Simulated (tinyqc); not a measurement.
Velocity overshoot from momentum and energy balance equations after a field step: one step, computed by the program tinyqc.

At t = 0 the field jumps from 0 to F in a uniform sample. v is the drift velocity and u = w - (3/2) k_B T the excess energy per carrier.

Problem. Constants and steady state. dv/dt = e F/m - v/tau_m(u), du/dt = e F v - u/tau_E, tau_m(u) = tau_0/(1 + c u), tau_0 = m mu_0/e, c = mu_0/(e tau_E v_s^2); this choice gives the steady state v (1 + mu_0 F v/v_s^2) = mu_0 F, which saturates at v_s. Steady velocity v = 2 mu_0 F/(1 + sqrt(1 + 4 (mu_0 F/v_s)^2)); u = e F v tau_E; carrier temperature T + 2u/(3 k_B), neglecting the drift energy m v^2/2.

Inputs (values chosen for the exercise, modelled on electrons in germanium except for tau_E):

| quantity | value | unit |
|---|---|---|
| effective mass m | 0.11 | m_0 |
| low-field mobility mu_0 | 3500 | cm^2/(V s) |
| saturation velocity v_s | 0.61 | 1e7 cm/s |
| energy relaxation time tau_E | 0.31 | ps |
| field after the step F | 1.4 | kV/cm |
| lattice temperature T | 300 | K |

Scheme: explicit Euler.

Constants: m_0 = 9.1093837015e-31 kg; e = 1.602176634e-19 C; k_B = 8.617333262e-05 eV/K.

Give: tau_0; c; acceleration e F/m; steady velocity; steady excess energy; steady carrier temperature.

Solution.

tau_0 = 218.90 fs

c = 303.42 1/eV

acceleration e F/m = 0.0022385 1e7 cm/s per fs

steady velocity = 0.33882 1e7 cm/s

steady excess energy = 0.0014705 eV

steady carrier temperature = 311.38 K

tau_E/tau_0 = 1.42, and in the steady state tau_m has shrunk to 151.4 fs.
